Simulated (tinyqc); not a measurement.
What each parameter does: heterojunction of two tight-binding chains.

Left chain: hopping -t1, sites at 2 t1 (band bottom 0). Right chain: hopping -t2, sites at dE + 2 t2 (bottom dE). t = c/(m a^2), c = hbar^2/2m0. The bond across the interface is -tc with tc = f sqrt(t1 t2), and the last left site has the extra energy U. In a chain E = bottom + 2t (1 - cos(ka)); the surface Green function of a half chain is g = -exp(ika)/t, with Im k > 0 where cos(ka) > 1.

Constants: hbar^2/2m0 = 3.80998211 eV angstrom^2.

Values chosen for the exercise (masses and offset of the size met at GaN / AlGaN; the results hold for these values, not for the real material):

| symbol | value | unit | meaning |
|---|---|---|---|
| a | 3 | angstrom | site spacing |
| m1 | 0.182 | m0 | mass on the left |
| m2 | 0.243 | m0 | mass on the right |
| dE | 0.4 | eV | band offset |
| f | 0.84 |  | factor on the interface hopping |
| U | 0.2 | eV | extra energy on the last left site |
| E | 0.79 | eV | electron energy |

T = 4 Im(S1) Im(S2) |G|^2 with G = 1/(E - 2 t1 - U - S1 - S2), S1 = -t1 exp(i k1 a), S2 = -(tc^2/t2) exp(i k2 a).

One parameter was then changed.

Results before and after:

| case | T | k1 a | k2 a |
|---|---|---|---|
| base | 0.8396 | 0.5914 | 0.4777 |
| changed | 0.7967 | 0.4706 | 0.3808 |

Which of these changes was made? (a) U = 0.4 eV; (b) m1 = 0.2184 m0; (c) dE = 0.35 eV; (d) a = 2.4 angstrom; (e) f = 0.756; (f) m2 = 0.2916 m0.

Answer: (d) a = 2.4 angstrom. Of the candidates, run in turn, only this one gives the changed row.

All candidates:

| case | T | k1 a | k2 a |
|---|---|---|---|
| base | 0.8396 | 0.5914 | 0.4777 |
| m1 = 0.2184 m0 | 0.8367 | 0.6498 | 0.4777 |
| m2 = 0.2916 m0 | 0.8537 | 0.5914 | 0.5243 |
| dE = 0.35 eV | 0.8494 | 0.5914 | 0.5080 |
| f = 0.756 | 0.6977 | 0.5914 | 0.4777 |
| U = 0.4 eV | 0.7873 | 0.5914 | 0.4777 |
| a = 2.4 angstrom | 0.7967 | 0.4706 | 0.3808 |

(tinyqc, `OMP_NUM_THREADS=1 python tinyqc.py 1481908 1481909 out.jsonl`, Intel(R) Xeon(R) Processor @ 2.30GHz, 1 thread, shared host, about 0.01 s.)
